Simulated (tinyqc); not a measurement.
# Van der Pauw, Hall and four-point-probe measurements on a doped layer: correction factor against the shape of the sample

A uniform n-type layer with sheet resistance Rs = 1/(q ns mu), point contacts, low field (mu B small).

Rs = 1/(q ns mu). For a rectangle with contacts at the corners, RA = (8 Rs/pi) sum_(k>=0) ln coth((2k + 1) pi a/(2 b)) with current along a short side b and voltage along the opposite one, RB the same with a and b exchanged. ar = a/b. F = Rs/[(pi/ln 2)(RA + RB)/2]; small-asymmetry estimate 1 - (ln 2/2) d^2 - ((ln 2)^2/4 - (ln 2)^3/12) d^4 with d = (RB - RA)/(RB + RA).

Parameters, values chosen for the exercise:

| symbol | value | unit | meaning |
|---|---|---|---|
| ns | 4.1e14 | cm^-2 | sheet density of the layer |
| mu | 360 | cm^2/(V s) | drift mobility |

Constants: q = 1.602176634e-19 C. Results are converted to the units shown.

Result of one run:

| ar | RA (ohm) | RB (ohm) | RB/RA | F | estimate of F |
|---|---|---|---|---|---|
| 2 | 0.40218 | 47.454 | 117.99 | 0.38992 | 0.57867 |

What becomes of these results when the side ratio a/b of a rectangular sample with corner contacts ar is changed from 2 to 1, all else the same?

Result of the changed run:

| ar | RA (ohm) | RB (ohm) | RB/RA | F | estimate of F |
|---|---|---|---|---|---|
| 1 | 9.3299 | 9.3299 | 1.0000 | 1.0000 | 1.0000 |

The whole series:

| ar | RA (ohm) | RB (ohm) | RB/RA | F | estimate of F |
|---|---|---|---|---|---|
| 1 | 9.3299 | 9.3299 | 1.0000 | 1.0000 | 1.0000 |
| 1.14 | 6.0011 | 13.762 | 2.2933 | 0.94416 | 0.94436 |
| 1.29 | 3.7437 | 19.053 | 5.0894 | 0.81853 | 0.82491 |
| 1.43 | 2.4109 | 24.335 | 10.094 | 0.69766 | 0.72542 |
| 1.57 | 1.5529 | 29.838 | 19.215 | 0.59443 | 0.65773 |
| 1.71 | 1.0002 | 35.487 | 35.479 | 0.51141 | 0.61668 |
| 1.86 | 0.62436 | 41.644 | 66.699 | 0.44146 | 0.59168 |
| 2 | 0.40218 | 47.454 | 117.99 | 0.38992 | 0.57867 |

RB/RA rises from 1.00 to 118 and F falls from 1.00 to 0.390. The estimate is 0.78 % above F at a/b = 1.29 and 48 % above it in the last row. RA shrinks about as exp(-pi a/b): by a factor of 1.55 between the last two rows, against 1.55.

Program tinyqc, `OMP_NUM_THREADS=1 python tinyqc.py 2850103 2850104 out.jsonl`; Intel Xeon 2.30GHz, shared host, one thread, about 0.01 s.
